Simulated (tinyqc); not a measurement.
Phonon-assisted absorption at an indirect gap: sweeps and comparisons. A value that a table varies takes the place of the one given here.

alpha(E) = sum_j A_j [N_j (E - Eg + w_j)^2 + (N_j + 1)(E - Eg - w_j)^2], each bracket counted only where its base is positive; N_j = 1/(exp(w_j/kB T) - 1). The first term absorbs a phonon and the second emits one; excitons and direct transitions are left out.

Photodiode (Gaertner form with a dead layer): QE = (1 - R) exp(-alpha xj) [1 - exp(-alpha W)/(1 + alpha L)], R = ((nr - 1)/(nr + 1))^2; responsivity = QE/E in A/W for E in eV.

Constants: kB = 8.617333262e-05 eV/K.

Inputs chosen for the exercise (loosely those of GaP at room temperature; Eg is not tied to T; shifted at random, so the results belong to these values and not to a real crystal): Eg = 2.3 eV (indirect gap, held fixed unless listed); w = (47.3, 12.5) meV (two zone-edge phonons); A = (4100, 1200) 1/(cm eV^2) (their strengths); T = 500 K; nr = 3.38 (refractive index); xj = 0.51 micrometre (dead layer at the surface); W = 9.3 micrometre (depleted width); L = 140 micrometre (minority diffusion length below it); E = 2.368 eV (photon energy).

## The square root of alpha at three temperatures

The gap is held fixed, so only the phonon occupations change.

sqrt(alpha) (1/cm^(1/2)):

| E - Eg (eV) | 77 K | 300 K | 600 K |
|---|---|---|---|
| -0.04 | 0.013 | 0.204 | 0.382 |
| -0.02 | 0.050 | 0.764 | 1.429 |
| 0.00 | 0.202 | 1.433 | 2.611 |
| 0.02 | 0.567 | 2.401 | 4.166 |
| 0.04 | 1.299 | 3.696 | 6.099 |
| 0.07 | 2.881 | 6.065 | 9.464 |
| 0.10 | 5.002 | 8.886 | 13.295 |
| 0.15 | 8.709 | 13.862 | 20.008 |
| 0.20 | 12.464 | 18.947 | 26.863 |
| 0.30 | 20.010 | 29.216 | 40.714 |
| 0.45 | 31.354 | 44.696 | 61.603 |
| 0.60 | 42.708 | 60.204 | 82.536 |

What can be read from the table?

Below the gap only phonon absorption acts: at E - Eg = -0.02 eV sqrt(alpha) is 0.050, 0.764 and 1.429 at 77, 300 and 600 K. A straight line through the last two rows meets the axis at E - Eg = +0.0357, +0.0177 and +0.0086 eV: the intercept is roughly a weighted mean of the thresholds, not the gap, and it moves from the emission side towards Eg as the occupations grow. At the last row alpha grows by a factor 3.73 from the lowest to the highest temperature at fixed gap.

## Spectral response

Response:

| E (eV) | wavelength (nm) | alpha (1/cm) | 1/alpha (micrometre) | dead layer | collected | QE | A/W |
|---|---|---|---|---|---|---|---|
| 2.32 | 534 | 13.3 | 750 | 0.999 | 0.168 | 0.118 | 0.051 |
| 2.36 | 525 | 54.1 | 185 | 0.997 | 0.459 | 0.323 | 0.137 |
| 2.42 | 512 | 208 | 48.2 | 0.989 | 0.789 | 0.550 | 0.227 |
| 2.50 | 496 | 598 | 16.7 | 0.970 | 0.939 | 0.642 | 0.257 |
| 2.60 | 477 | 1.38e+03 | 7.23 | 0.932 | 0.986 | 0.648 | 0.249 |
| 2.75 | 451 | 3.18e+03 | 3.14 | 0.850 | 0.999 | 0.599 | 0.218 |
| 2.95 | 420 | 6.73e+03 | 1.48 | 0.709 | 1.000 | 0.500 | 0.169 |
| 3.20 | 387 | 1.30e+04 | 0.767 | 0.514 | 1.000 | 0.362 | 0.113 |
| 3.50 | 354 | 2.33e+04 | 0.429 | 0.304 | 1.000 | 0.214 | 0.061 |
| 3.90 | 318 | 4.17e+04 | 0.240 | 0.119 | 1.000 | 0.084 | 0.022 |

What can be read from the table?

QE is highest, 0.648, at 2.60 eV of those listed and the responsivity at 2.50 eV; reflection alone caps QE at 0.705. Near the gap weak absorption limits it (collected share 0.168); at the top the dead layer passes 0.119. Far above the gap the quadratic law and a constant index are only rough; in the real crystal direct transitions take over near 2.8 eV, so the rows above that understate alpha.

## What moves the response

At the energy E. Each row changes one parameter from the base and keeps the others.

Results:

| case | alpha (1/cm) | QE |
|---|---|---|
| base | 67.71 | 0.3638 |
| Eg = 2.28 eV | 110.9 | 0.4532 |
| T = 550 K | 76.32 | 0.3859 |
| W = 18.6 micrometre | 67.71 | 0.3844 |
| L = 70 micrometre | 67.71 | 0.2549 |
| xj = 1.02 micrometre | 67.71 | 0.3625 |
| nr = 3.55 | 67.71 | 0.3540 |

What does this show?

The largest shifts from the base row, up to three for each result and ties (the steps differ in size, so this ranks the rows, not the parameters). alpha (1/cm): Eg +43.2, T +8.61; unchanged at the printed digits by W, L, xj and nr. QE: L -0.1089, Eg +0.0894, T +0.0221.

Computed by tinyqc, a small Python program: `OMP_NUM_THREADS=1 python tinyqc.py 1652611 1652612 out.jsonl` (the numbers bound the seed that draws the inputs); one thread of a shared host (Intel(R) Xeon(R) Processor @ 2.30GHz), about 0.01 s for the whole set of steps.
